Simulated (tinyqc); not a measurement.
Delta-doped HEMT, charge control: two steps of the calculation.

A two-dimensional electron gas of density ns under a barrier. EF and the subbands are counted from the conduction-band edge of the channel at the interface. Two subbands of a triangular well with an infinite wall, parabolic band, no carriers in the barrier.

Values chosen for this exercise; material values close to those of AlGaAs on InGaAs:

| symbol | value | unit | meaning |
|---|---|---|---|
| T | 500 | K | temperature |
| d | 16 | nm | barrier thickness from gate to channel |
| ds | 2.4 | nm | undoped spacer next to the channel |
| me | 0.0574 | m0 | electron mass in the channel |
| ec | 13.4 |  | relative permittivity of the channel |
| ebr | 12.4 |  | relative permittivity of the barrier |
| phiB | 0.99 | eV | barrier height of the gate |
| dEc | 0.329 | eV | conduction-band offset |
| ND | 5.3e12 | cm^-2 | sheet density of the donor plane at ds from the channel |
| eta | 0.75 |  | share of ns that counts in the confining field |
| Nb | 0 | cm^-2 | depletion charge of the buffer |
| Vg | -0.15 | V | gate voltage |

Constants: q = 1.602176634e-19 C, kB = 1.380649e-23 J/K, hbar = 1.054571817e-34 J s, m0 = 9.1093837015e-31 kg, Vt = kB T/q, eps0 = 8.8541878128e-14 F/cm where lengths are in cm, hbar^2/(2 m0) = 0.0380998212 eV nm^2. Results are converted to the units shown.

Problem 1. Barrier and off voltage. Fully depleted barrier with eb = ebr: Vp = q ND (d - ds)/(eps0 eb); donors per area ND; Voff = phiB - dEc - Vp.

Give: Vp; donors per area; eb; Voff.

Solution 1.

Vp = 1.0519 V
donors per area = 5.3000e12 cm^-2
eb = 12.400
Voff = -0.39085 V

Problem 2. New ns. F = q (eta ns + Nb)/(eps0 ec) in eV/nm; E_k = a_k (C F^2/me)^(1/3), a_0 = 2.338107, a_1 = 4.087949, C = hbar^2/(2 m0); D = me m0 q/(pi hbar^2); ns = D Vt [ln(1 + exp((EF - E_0)/Vt)) + ln(1 + exp((EF - E_1)/Vt))], which gives EF = E_0 + Vt ln{2 s/[(1 + u) + sqrt((1 + u)^2 + 4 u s)]} with s = exp(ns/(D Vt)) - 1, u = exp((E_0 - E_1)/Vt). Newton: g = ns + Nb - eps0 eb (Vg - Voff - EF)/(q d), ns(new) = ns - g/(1 + (eps0 eb/(q d)) dEF/dns), the derivative by central differences over +/- 0.01 % of ns.

ns after iteration 1 = 6.2483518e11 cm^-2
eb = 12.4
Voff = -0.39085229 V

Find: E_0; E_1; EF; dEF/dns; ns after iteration 2.

Solution 2.

E_0 = 0.069779 eV
E_1 = 0.12200 eV
EF = 0.045308 eV
dEF/dns = 0.17276 eV per 1e12 cm^-2
ns after iteration 2 = 7.4706e11 cm^-2

Program tinyqc, `OMP_NUM_THREADS=1 python tinyqc.py 2180084 2180085 out.jsonl`; Intel Xeon 2.30GHz, shared host, one thread, about 0.01 s.
